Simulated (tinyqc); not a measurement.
Raman line shape of confined optical phonons and breathing modes of small crystals: one step, computed by the program tinyqc.

Confinement in 1 direction(s) lets phonons with q away from zero scatter light. q is in units of 2 pi/a, from 0 to 1, and the branch is isotropic: omega(q)^2 = (omega_0^2 + omega_X^2)/2 + ((omega_0^2 - omega_X^2)/2) cos(pi q). The model and its constant beta are phenomenological; beta = 8 is the common choice.

Task: Intensity at one frequency. Weight W(q) = q^0 exp(-(2 L q/a)^2/(2 beta)) dq, that is exp(-k^2 L^2/(2 beta pi^2)) for k = 2 pi q/a. I(omega) = int W(q) / [(omega - omega(q))^2 + (Gamma_0/2)^2] dq / int W dq x (Gamma_0/2)^2, by 400 Gauss-Legendre points on 0 < q < min(1, 2.5 a sqrt(2 beta)/L). Bulk Lorentzian 1/(1 + (2 offset/Gamma)^2); mean shift = weighted mean of omega(q) less the bulk frequency.

Inputs (values chosen for the exercise, modelled on silicon):
```
quantity                                value      unit
bulk frequency omega_0                  520.4      1/cm
frequency at the zone boundary omega_X    428      1/cm
natural width Gamma_0                     3.6      1/cm
lattice constant a                      5.431  angstrom
size L                                    5.2        nm
confinement constant beta                   8         -
probe offset omega - omega_0             -9.5      1/cm
```

Shape: film.

Give: I at the probe offset; bulk Lorentzian there; mean shift, from the weights.

Result:

I at the probe offset = 0.13919

bulk Lorentzian there = 0.034656

mean shift, from the weights = -4.3485 1/cm
